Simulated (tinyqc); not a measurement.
What moves the carrier density: donors with valley-orbit split 1s states.

Each donor binds at most one electron, in any of its states. For a site s, W_s = sum over its states of g exp(E/kT), and the ionised share is 1/(1 + W_s exp(eta)), eta = (EF - Ec)/kT; n = Nc F_1/2(eta); neutrality n + NA = ND x (mean ionised share); holes are neglected. Nc from N = 2 (m kB T/(4 pi c))^(3/2) with c = hbar^2/2m0, in 1/angstrom^3; times 1e24 for 1/cm^3, m = md. F_j(eta) = (1/Gamma(j + 1)) integral_0^infinity x^j dx/(1 + exp(x - eta)), which tends to exp(eta) for eta << 0.

Mobility (Caughey-Thomas form): mu = mu0 + (mu1 (T/300)^(-ga) - mu0)/(1 + ((ND + NA)/Nr)^de); rho = 1/(e n mu), e = 1.602176634e-19 C.

Constants: hbar^2/2m0 = 3.80998211 eV angstrom^2; kB = 8.617333262e-05 eV/K.

Parameters, chosen for this exercise (near those of As in Si; the results hold for these values, not for the real material):
- md = 1.085 m0 (density-of-states mass of the conduction band)
- E = (52.8, 32.1, 31.3) meV (binding energies of 1s(A1), 1s(T2), 1s(E))
- g = (2, 6, 4) (their degeneracies with spin)
- ND = 4.9e+15 1/cm^3 (donors)
- NA = 6.3e+14 1/cm^3 (compensating acceptors, all ionised)
- T = 225 K
- mu0 = 61 cm^2/(V s) (mobility at heavy doping)
- mu1 = 1365 cm^2/(V s) (mobility at light doping and 300 K)
- Nr = 1.1e+17 1/cm^3 (reference doping)
- de = 0.72 (doping exponent)
- ga = 2.3 (temperature exponent)

All results formed anew.

One parameter was then changed.

Results before and after:
```
case        eta  n (1/cm^3)  rho (ohm cm)
base     -8.391   4.181e+15        0.6282
changed  -8.391   4.181e+15        0.6032
```

Which of these changes was made? (a) md = 1.194 m0; (b) Nr = 2.2e+17 1/cm^3; (c) NA = 1.12e+15 1/cm^3; (d) T = 255 K; (e) ND = 9.8e+15 1/cm^3; (f) E = (57.8, 32.1, 31.3) meV.

Answer: (b) Nr = 2.2e+17 1/cm^3. Of the candidates, run in turn, only this one gives the changed row.

All candidates:
```
case                           eta  n (1/cm^3)  rho (ohm cm)
base                        -8.391   4.181e+15        0.6282
E = (57.8, 32.1, 31.3) meV  -8.393   4.171e+15        0.6296
md = 1.194 m0               -8.532   4.192e+15        0.6265
ND = 9.8e+15 1/cm^3         -7.646   8.801e+15        0.3159
NA = 1.12e+15 1/cm^3        -8.513   3.701e+15        0.7142
T = 255 K                   -8.571   4.211e+15        0.8311
Nr = 2.2e+17 1/cm^3         -8.391   4.181e+15        0.6032
```

Computed by tinyqc, a small Python program: `OMP_NUM_THREADS=1 python tinyqc.py 1650145 1650146 out.jsonl` (the numbers bound the seed that draws the inputs); one thread of a shared host (Intel(R) Xeon(R) Processor @ 2.30GHz), about 0.01 s for the whole set of steps.
